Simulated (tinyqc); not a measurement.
What each parameter does: donor near an oxide interface in a gate field (two-state model).

Interface at z = 0 (hard wall), donor at z = d, field F pulling electrons to the interface: potential e F z; 1 kV/cm = 1e-5 eV/angstrom, c = hbar^2/2m0, q = e^2/(4 pi eps0), Q = (eps - eo)/(eps + eo). Donor state: E_D = e F d - ED - q Q/(4 eps d), the last term joining the images of ion and electron. Interface state: z exp(-b z/2) exp(-rho^2/(2 L^2)) with E_z = c b^2/(4 mz) + 3 e F/b + q Q b/(8 eps), minimised over b; in the plane at z = 3/b the ion (distance D = d - 3/b) and its image (D' = d + 3/b) give E_rho = c/(mt L^2) - (q/eps)(sqrt(pi)/L)[erfcx(D/L) + Q erfcx(D'/L)], erfcx(x) = exp(x^2) erfc(x), minimised over L. E_I = E_z + E_rho.

The two states couple by t = t0 exp(-D/aD) with t0 = q/(eps aD) (2 aD/L) sqrt(aD b/2) v, v a valley factor; this form is an estimate. With detuning u = E_D - E_I the splitting is sqrt(u^2 + 4 t^2) and the lower state has weight (1 - u/sqrt(u^2 + 4 t^2))/2 on the donor.

Constants: hbar^2/2m0 = 3.80998211 eV angstrom^2; e^2/(4 pi eps0) = 14.39964547 eV angstrom.

Values chosen for the exercise (near those of a donor in Si below SiO2, static dielectric constants; not measured data):
```
symbol  value  unit      meaning
d       80     angstrom  depth of the donor
ED      53.7   meV       bulk binding energy
mz      0.925  m0        mass across the interface
mt      0.192  m0        mass in the plane
eps     11.6             dielectric constant of the semiconductor
eo      3.9              dielectric constant of the oxide
aD      14     angstrom  donor radius
v       0.33             valley factor
```

Critical field (E_D = E_I), and t and L there.

One parameter was then changed.

Results before and after:
```
case     critical field (kV/cm)  t (meV)  L (angstrom)
base                      113.1    0.253          68.6
changed                   114.7    0.231          70.3
```

Which of these changes was made? (a) eps = 12.3; (b) ED = 59.7 meV; (c) d = 95 angstrom; (d) aD = 15.4 angstrom; (e) eo = 5.8; (f) mz = 0.786 m0; (g) mt = 0.221 m0.

Answer: (a) eps = 12.3. Of the candidates, run in turn, only this one gives the changed row.

All candidates:
```
case                critical field (kV/cm)  t (meV)  L (angstrom)
base                                 113.1    0.253          68.6
d = 95 angstrom                       90.4   0.0876          77.4
ED = 59.7 meV                        124.8    0.238          69.2
aD = 15.4 angstrom                   113.1    0.372          68.6
mz = 0.786 m0                        116.8    0.268          68.1
mt = 0.221 m0                        111.9    0.270          64.7
eo = 5.8                             109.9    0.239          70.3
eps = 12.3                           114.7    0.231          70.3
```

Run: tinyqc, `OMP_NUM_THREADS=1 python tinyqc.py 1251715 1251716 out.jsonl`; Intel(R) Xeon(R) Processor @ 2.30GHz, one thread, shared host; about 0.05 s of CPU time with all checks.
